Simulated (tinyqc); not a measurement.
G0W0 on RHF in the sto-3g basis, for BeH2, spin multiplicity 1, step by step. One step of it, computed by the program tinyqc.

Task: Screening: direct RPA. With D = e_a - e_i and K = (ia|jb): diagonalise D^(1/2) (D + 4K) D^(1/2) = Z w^2 Z^T; X + Y = D^(1/2) Z w^(-1/2), each column of Z with its largest component positive (the first on a tie); E_c = (sum w - tr (D + 2K)) / 2.

orbital energies (hartree): MO1 -4.526446, MO2 -0.435945, MO3 -0.395100, MO4 0.209341, MO5 0.213674, MO6 0.412305, MO7 0.795822

Two-electron integrals over orbitals (pq|rs), unique and non-zero (hartree):
```
p,q,r,s,(pq|rs)
1,1,1,1,2.271676
2,1,1,1,-0.191098
2,1,2,1,0.024756
2,2,1,1,0.470380
2,2,2,1,-0.006029
2,2,2,2,0.385633
3,1,3,1,0.005423
3,2,3,1,0.012265
3,2,3,2,0.161266
3,3,1,1,0.436892
3,3,2,1,-0.002518
3,3,2,2,0.397907
3,3,3,3,0.421003
4,1,1,1,0.038597
4,1,2,1,-0.004622
4,1,2,2,0.003004
4,1,3,3,0.001712
4,1,4,1,0.016230
4,2,1,1,-0.017770
4,2,2,1,0.001487
4,2,2,2,0.008759
4,2,3,3,0.009586
4,2,4,1,0.014368
4,2,4,2,0.048323
4,3,3,1,-0.000120
4,3,3,2,0.012196
4,3,4,3,0.014878
4,4,1,1,0.566575
4,4,2,1,-0.007737
4,4,2,2,0.358719
4,4,3,3,0.344546
4,4,4,1,-0.004862
4,4,4,2,-0.024521
4,4,4,4,0.452559
5,1,5,1,0.015759
5,2,5,1,0.015049
5,2,5,2,0.048133
5,3,5,3,0.013424
5,4,5,1,-0.003188
5,4,5,2,-0.008442
5,4,5,4,0.025451
5,5,1,1,0.569180
5,5,2,1,-0.007551
5,5,2,2,0.360447
5,5,3,3,0.344927
5,5,4,1,0.001269
5,5,4,2,-0.008522
5,5,4,4,0.400429
5,5,5,5,0.449859
6,1,1,1,-0.185853
6,1,2,1,0.024735
6,1,2,2,-0.005828
6,1,3,3,-0.003159
6,1,4,1,-0.002016
6,1,4,2,0.003648
6,1,4,4,-0.006456
6,1,5,5,-0.005202
6,1,6,1,0.025298
6,2,1,1,0.125165
6,2,2,1,-0.006120
6,2,2,2,-0.017652
6,2,3,3,-0.042357
6,2,4,1,0.003558
6,2,4,2,-0.003648
6,2,4,4,0.055814
6,2,5,5,0.060387
6,2,6,1,-0.004154
6,2,6,2,0.080247
6,3,3,1,-0.001288
6,3,3,2,-0.092019
6,3,4,3,-0.010128
6,3,6,3,0.083671
6,4,1,1,0.017001
6,4,2,1,0.000336
6,4,2,2,0.002626
6,4,3,3,-0.003290
6,4,4,1,0.014768
6,4,4,2,0.040966
6,4,4,4,-0.003409
6,4,5,5,0.006521
6,4,6,1,0.003067
6,4,6,2,0.019734
6,4,6,4,0.045450
6,5,5,1,0.016029
6,5,5,2,0.046239
6,5,5,4,-0.005529
6,5,6,5,0.049079
6,6,1,1,0.471517
6,6,2,1,-0.006558
6,6,2,2,0.387774
6,6,3,3,0.397395
6,6,4,1,0.007709
6,6,4,2,0.023049
6,6,4,4,0.354867
6,6,5,5,0.360650
6,6,6,1,-0.005058
6,6,6,2,-0.025374
6,6,6,4,0.014091
6,6,6,6,0.409213
7,1,3,1,0.010223
7,1,3,2,0.018856
7,1,4,3,-0.000561
7,1,6,3,-0.000742
7,1,7,1,0.019515
7,2,3,1,0.004124
7,2,3,2,-0.041467
7,2,4,3,-0.010633
7,2,6,3,0.061004
7,2,7,1,0.007938
7,2,7,2,0.056821
7,3,1,1,0.145850
7,3,2,1,-0.004459
7,3,2,2,-0.002400
7,3,3,3,-0.018876
7,3,4,1,-0.000209
7,3,4,2,-0.014987
7,3,4,4,0.064946
7,3,5,5,0.065387
7,3,6,1,-0.003629
7,3,6,2,0.074590
7,3,6,4,0.008848
7,3,6,6,-0.022585
7,3,7,3,0.085149
7,4,3,1,-0.002398
7,4,3,2,-0.025045
7,4,4,3,0.011626
7,4,6,3,0.015219
7,4,7,1,-0.004063
7,4,7,2,0.004284
7,4,7,4,0.020996
7,5,5,3,0.013473
7,5,7,5,0.016769
7,6,3,1,0.010116
7,6,3,2,0.138664
7,6,4,3,0.013507
7,6,6,3,-0.090839
7,6,7,1,0.015910
7,6,7,2,-0.050908
7,6,7,4,-0.021333
7,6,7,6,0.134168
7,7,1,1,0.559316
7,7,2,1,-0.008145
7,7,2,2,0.411961
7,7,3,3,0.429431
7,7,4,1,0.001109
7,7,4,2,0.002013
7,7,4,4,0.384619
7,7,5,5,0.383431
7,7,6,1,-0.008039
7,7,6,2,-0.026074
7,7,6,4,-0.005546
7,7,6,6,0.420609
7,7,7,3,-0.002042
7,7,7,7,0.468439
```

Give: D^(1/2) (D + 4K) D^(1/2); excitation energies w; X + Y; RPA correlation energy.

Result:

D^(1/2) (D + 4K) D^(1/2) (hartree^2):
```
,1>4,1>5,1>6,1>7,2>4,2>5,2>6,2>7,3>4,3>5,3>6,3>7
1>4,22.7351,0.0000,-0.0390,0.0000,0.1005,0.0000,0.0285,0.0000,0.0000,0.0000,0.0000,-0.0020
1>5,0.0000,22.7675,0.0000,0.0000,0.0000,0.1056,0.0000,0.0000,0.0000,0.0000,0.0000,0.0000
1>6,-0.0390,0.0000,24.8910,0.0000,0.0261,0.0000,-0.0340,0.0000,0.0000,0.0000,0.0000,-0.0352
1>7,0.0000,0.0000,0.0000,28.7420,0.0000,0.0000,0.0000,0.0813,-0.0040,0.0000,-0.0062,0.0000
2>4,0.1005,0.0000,0.0261,0.0000,0.5411,0.0000,-0.0108,0.0000,0.0000,0.0000,0.0000,-0.0526
2>5,0.0000,0.1056,0.0000,0.0000,0.0000,0.5471,0.0000,0.0000,0.0000,0.0000,0.0000,0.0000
2>6,0.0285,0.0000,-0.0340,0.0000,-0.0108,0.0000,0.9918,0.0000,0.0000,0.0000,0.0000,0.2999
2>7,0.0000,0.0000,0.0000,0.0813,0.0000,0.0000,0.0000,1.7972,-0.0367,0.0000,0.2433,0.0000
3>4,0.0000,0.0000,0.0000,-0.0040,0.0000,0.0000,0.0000,-0.0367,0.4013,0.0000,-0.0283,0.0000
3>5,0.0000,0.0000,0.0000,0.0000,0.0000,0.0000,0.0000,0.0000,0.0000,0.4033,0.0000,0.0000
3>6,0.0000,0.0000,0.0000,-0.0062,0.0000,0.0000,0.0000,0.2433,-0.0283,0.0000,0.9221,0.0000
3>7,-0.0020,0.0000,-0.0352,0.0000,-0.0526,0.0000,0.2999,0.0000,0.0000,0.0000,0.0000,1.8239
```

excitation energies w (hartree): 0.6319  0.6351  0.7338  0.7393  0.9272  0.9461  1.3643  1.3866  4.7681  4.7716  4.9892  5.3612

X + Y:
```
,1,2,3,4,5,6,7,8,9,10,11,12
1>4,0.0000,0.0000,-0.0115,0.0000,0.0000,-0.0030,0.0000,-0.0003,0.9964,0.0000,-0.0176,0.0000
1>5,0.0000,0.0000,0.0000,-0.0120,0.0000,0.0000,0.0000,0.0000,0.0000,0.9967,0.0000,0.0000
1>6,0.0000,0.0000,-0.0026,0.0000,0.0000,0.0020,0.0000,0.0037,0.0184,0.0000,0.9948,0.0000
1>7,0.0003,0.0000,0.0000,0.0000,0.0023,0.0000,-0.0057,0.0000,0.0000,0.0000,0.0000,0.9964
2>4,0.0000,0.0000,0.9369,0.0000,0.0000,0.0133,0.0000,-0.0263,0.0017,0.0000,0.0004,0.0000
2>5,0.0000,0.0000,0.0000,0.9374,0.0000,0.0000,0.0000,0.0000,0.0000,0.0018,0.0000,0.0000
2>6,0.0000,0.0000,-0.0038,0.0000,0.0000,0.9012,0.0000,0.2399,0.0005,0.0000,-0.0006,0.0000
2>7,0.0255,0.0000,0.0000,0.0000,-0.2911,0.0000,0.9192,0.0000,0.0000,0.0000,0.0000,0.0014
3>4,0.9768,0.0000,0.0000,0.0000,-0.0319,0.0000,-0.0194,0.0000,0.0000,0.0000,0.0000,0.0000
3>5,0.0000,0.9791,0.0000,0.0000,0.0000,0.0000,0.0000,0.0000,0.0000,0.0000,0.0000,0.0000
3>6,0.0515,0.0000,0.0000,0.0000,0.9022,0.0000,0.1935,0.0000,0.0000,0.0000,0.0000,-0.0001
3>7,0.0000,0.0000,0.0530,0.0000,0.0000,-0.3437,0.0000,0.8814,-0.0001,0.0000,-0.0008,0.0000
```

RPA correlation energy = -0.041956 hartree
